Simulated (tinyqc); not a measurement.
Inside a calculation. Model: MOS capacitor on an n-type substrate, surface potential from the exact charge relation.

Program tinyqc, `OMP_NUM_THREADS=1 python tinyqc.py 2060160 2060161 out.jsonl`; Intel Xeon 2.30GHz, shared host, one thread, about 0.01 s. Printed values are rounded.

Uniform n-type substrate, Boltzmann statistics, full ionisation, classical densities. psi is the surface potential against the body (positive when the bands bend down) and u = -psi/Vt. Traps are spread evenly over the gap and neutral at flat band, so their charge is -q Dit psi; the minority quasi-Fermi level is shifted by Vb.

Parameters, values chosen for the exercise; band and dielectric values close to those of silicon: temperature T = 300 K; band gap Eg = 1.14 eV; relative permittivity eps_r = 11.8; conduction-band density of states at T Nc = 2.85e19 cm^-3; valence-band density of states at T Nv = 2.61e19 cm^-3; electron affinity chi = 3.98 eV; donor density of the substrate N = 1.6e15 cm^-3; relative permittivity of the gate insulator (close to silicon dioxide) eox = 3.9; insulator thickness tox = 5.7 nm; gate work function phiM = 4.98 eV; fixed charge at the interface, in units of q Nf = -4.8e10 cm^-2; density of interface traps Dit = 0 cm^-2 eV^-1; reverse bias of the inversion layer against the body Vb = 1.9 V; gate voltage against the body Vg = -3.37 V.

Constants: q = 1.602176634e-19 C, kB = 1.380649e-23 J/K, Vt = kB T/q, eps0 = 8.8541878128e-14 F/cm where lengths are in cm. Results are converted to the units shown.

Range of the model: At this gate voltage the surface density exceeds 0.3 of the band density of states, so degeneracy and confinement would lower the charge and capacitance.

## Flat band, threshold and scales

ni = sqrt(Nc Nv) exp(-Eg/(2 Vt)), Eg in volts; phiF = Vt ln(N/ni); Cox = eps0 eox/tox; Vfb = phiM - chi - Vt ln(Nc/N) - q Nf/Cox; Q0 = sqrt(2 eps0 eps_r q N Vt); r = (ni/N)^2 exp(-Vb/Vt); VT = Vfb - [(2 phiF + Vb)(1 + q Dit/Cox) + sqrt(2 eps0 eps_r q N (2 phiF + Vb))/Cox].

ni = 7.24710e9 cm^-3
phiF = 0.318107 V
Cox = 0.605813 uF/cm^2
Vfb = 0.759664 V
Q0 = 3.72128 nC/cm^2
r = 2.47453e-43
VT = -1.83739 V

## Starting value

psi = Vg - Vfb, limited to the range from +4 Vt to -(2 phiF + Vb + 4 Vt).

psi at the start = -2.63962 V

## Iteration 1: Newton step for the surface potential

u = -psi/Vt; F^2 = exp(-u) + u - 1 + r (exp(u) - u - 1); Qs = +sign(u) Q0 F; Cs = -dQs/dpsi = (Q0/Vt) |1 - exp(-u) + r (exp(u) - 1)|/(2 F). f = Vfb + psi + (q Dit psi - Qs)/Cox - Vg, f' = 1 + (Cs + q Dit)/Cox, psi(new) = psi - f/f'.

u = 102.105
F = 12.4781
Qs = 46.4346 nC/cm^2
Cs = 0.320686 uF/cm^2
f = 1.41339 V
f' = 1.52935
psi after iteration 1 = -3.56380 V

## Iteration 2: Newton step for the surface potential

As before.

u = 137.854
F = 4.27924e8
Qs = 1.59242e9 nC/cm^2
Cs = 3.07989e7 uF/cm^2
f = -2.62857e6 V
f' = 5.08389e7
psi after iteration 2 = -3.51210 V

This iterate lies far beyond the solution, so its charge is not a physical one.

## Course of the Newton iteration

Stop when the step is below 1e-10 V, or after 60 iterations.

Course of the iteration:
```
iteration  psi before the step (V)     f (V)  step (V)
1                         -2.63962      1.41    -0.924
2                         -3.56380   -2.63e6    0.0517
3                         -3.51210   -9.67e5    0.0517
4                         -3.46039   -3.56e5    0.0517
5                         -3.40869   -1.31e5    0.0517
6                         -3.35699   -4.81e4    0.0517
7                         -3.30528   -1.77e4    0.0517
8                         -3.25358     -6520    0.0517
9                         -3.20189     -2400    0.0517
...                            ...       ...       ...
13                        -2.99581     -43.4    0.0503
14                        -2.94548     -15.6    0.0479
15                        -2.89756     -5.43    0.0418
16                        -2.85574     -1.69    0.0290
17                        -2.82673    -0.391    0.0116
18                        -2.81513   -0.0396   1.46e-3
19                        -2.81367  -5.34e-4   2.02e-5
20                        -2.81365  -1.01e-7   3.81e-9
21                        -2.81365   < 1e-12   < 1e-13
```

Converged in 21 iterations. In 12 iterations the step is within 3 % of 2 Vt = 51.7 mV: there Qs grows as exp(|u|/2), and a Newton step on such an exponential moves psi by 2 Vt whatever the distance left.

## Charges, field and capacitances at the solution

converged psi = -2.81365 V

u = -psi/Vt; F^2 = exp(-u) + u - 1 + r (exp(u) - u - 1); Qs = +sign(u) Q0 F; Cs = -dQs/dpsi = (Q0/Vt) |1 - exp(-u) + r (exp(u) - 1)|/(2 F). Low frequency: 1/C_LF = 1/Cox + 1/(Cs + q Dit). High frequency, in the simple estimate in which traps and minority carriers do not follow: 1/C_HF = 1/Cox + 1/Cd, Cd being Cs with r = 0 at the same psi. Minority sheet density N_inv = (Q0/(2 q)) int_0^u r (exp(t) - 1)/F(t) dt for u > 0. Oxide field |Qs - q Dit psi + q Nf|/(eps0 eox).

Qs = 797.256 nC/cm^2
N_inv = 4.74034e12 cm^-2
oxide field = 2.28652 MV/cm
Cs = 15.3837 uF/cm^2
C_LF/Cox = 0.962112
C_HF/Cox = 0.0113111

The surface is in strong inversion (borders at |psi| = 0, phiF + Vb and 2 phiF + Vb = 2.54 V). Minority carriers make up 95.3 % of Qs.
